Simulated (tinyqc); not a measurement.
# Ballistic Schottky-barrier transistor with a two-dimensional channel, WKB contacts: two studies

Source Fermi level 0, drain Fermi level -Vd. Far from the contacts Ec = pn - psi, and the gate moves psi one to one; the band edges relax as exp(-x/lam) from pn at the source and pn - Vd at the drain; Ev = Ec - Eg. A carrier of energy w inside the channel band meets at a contact a barrier of height D (the contact edge beyond the channel edge): T = 1 for w >= D, else exp(-S), S = 4 lam sqrt(m/C) [sqrt(D - w) - sqrt(w) arctan sqrt((D - w)/w)], C = hbar^2/(2 m0). The two contacts combine as Ts Td/(Ts + Td - Ts Td).

Parameters, values chosen for the exercise; channel values close to those of a molybdenum disulphide layer:
```
symbol  value  unit                                    meaning
T         300     K                                temperature
Eg        1.7    eV                                   band gap
pn        0.2    eV     barrier for electrons at both contacts
mn       0.46    m0                              electron mass
mp       0.61    m0                                  hole mass
g           2                              valleys or subbands
lam       1.8    nm           screening length at the contacts
Vd        0.1     V                                 drain bias
ps      -1.23     V  band shift psi of the channel by the gate
```

Constants: q = 1.602176634e-19 C, kB = 1.380649e-23 J/K, hbar = 1.054571817e-34 J s, h = 6.62607015e-34 J s, m0 = 9.1093837015e-31 kg, Vt = kB T/q, hbar^2/(2 m0) = 0.0380998212 eV nm^2. Results are converted to the units shown.

Each table varies one quantity; the others keep the values above.

## Effect of the screening length

I/W = g (2 q^2/h) int T(w) [N(Es + w) - N(Ed + w)] dw with w the energy of motion along the channel, N(y) = (1/2 pi) sqrt(pi m kB T/C) Fm(-y/kB T), Fm(x) = (1/sqrt(pi)) int_0^infinity u^(-1/2)/(1 + exp(u - x)) du. Electrons: Ds = psi, Dd = psi - Vd, Es = Ec, Ed = Ec + Vd. Holes: Ds = -psi, Dd = Vd - psi, Es = -Ev, Ed = -Ev - Vd. The size of each current is taken; both flow from drain to source and add. The integrals are converged.

Effect of the screening length:

| lam (nm) | current of the holes (uA/um) | share over the barriers (%) | \|d psi/d log10\| of this current (mV/decade) |
|---|---|---|---|
| 0.5 | 4.714e-4 | 9.552e-18 | 65.38 |
| 1.6 | 2.812e-9 | 1.601e-12 | 81.30 |
| 2.6 | 1.573e-12 | 2.862e-9 | 99.62 |
| 3.7 | 5.392e-15 | 8.352e-7 | 124.2 |
| 4.8 | 1.070e-16 | 4.208e-5 | 153.6 |
| 5.9 | 6.679e-18 | 6.742e-4 | 187.8 |
| 6.9 | 1.046e-18 | 0.004303 | 223.2 |
| 8 | 2.256e-19 | 0.01996 | 266.5 |

The current falls from 4.71e-4 to 2.26e-19 uA/um, while the share over the barriers rises from 9.55e-18 to 0.0200 %: the thermionic part does not depend on lam, and a thinner barrier adds tunnelling. The swing rises from 65.4 to 266 mV/decade.

## Ambipolar transfer curve

Same model as above.

Swing = d(psi)/d(log10 I).

Result of one run:

| ps (V) | electrons (uA/um) | holes (uA/um) | I (uA/um) | swing (mV/decade) |
|---|---|---|---|---|
| -0.64 | 4.783e-12 | 1.206e-16 | 4.783e-12 | 59.53 |

What becomes of these results when the band shift psi of the channel by the gate ps is changed from -0.64 to -0.5 V, all else the same?

Result of the changed run:

| ps (V) | electrons (uA/um) | holes (uA/um) | I (uA/um) | swing (mV/decade) |
|---|---|---|---|---|
| -0.5 | 1.076e-9 | 4.484e-18 | 1.076e-9 | 59.53 |

The whole series:

| ps (V) | electrons (uA/um) | holes (uA/um) | I (uA/um) | swing (mV/decade) |
|---|---|---|---|---|
| -1.2 | 1.871e-21 | 2.223e-10 | 2.223e-10 | -85.02 |
| -1.06 | 4.208e-19 | 5.214e-12 | 5.214e-12 | -86.85 |
| -0.92 | 9.461e-17 | 1.333e-13 | 1.334e-13 | -89.24 |
| -0.78 | 2.127e-14 | 3.772e-15 | 2.505e-14 | 79.18 |
| -0.64 | 4.783e-12 | 1.206e-16 | 4.783e-12 | 59.53 |
| -0.5 | 1.076e-9 | 4.484e-18 | 1.076e-9 | 59.53 |
| -0.35 | 3.561e-7 | 1.642e-19 | 3.561e-7 | 59.53 |
| -0.21 | 8.006e-5 | 9.904e-21 | 8.006e-5 | 59.53 |
| -0.07 | 0.01800 | 8.136e-22 | 0.01800 | 59.53 |
| 0.07 | 1.048 | 8.283e-23 | 1.048 | 132.4 |
| 0.21 | 12.51 | 6.391e-25 | 12.51 | 132.9 |
| 0.35 | 90.93 | 2.842e-27 | 90.93 | 216.8 |

I goes from 2.22e-10 through a minimum of 2.50e-14 (at ps = -0.78 V among the rows listed) to 90.9 uA/um; the exact minimum lies at psi = -0.814 V. Holes carry the left branch and electrons the right. The ratio of the last row to the smallest is 3.63e15 and of the first row 8880, with barriers of 0.2 eV for electrons and 1.50 eV for holes. The steepest swing among the rows is 59.5 mV/decade, against the thermionic limit 59.5.

Range of the model: No scattering, image-force lowering, channel charge or band-to-band tunnelling; parabolic kappa overstates S deep in the gap.

Numbers from tinyqc (`OMP_NUM_THREADS=1 python tinyqc.py 2390020 2390021 out.jsonl`; about 0.2 s on one thread of a shared Intel Xeon 2.30GHz).
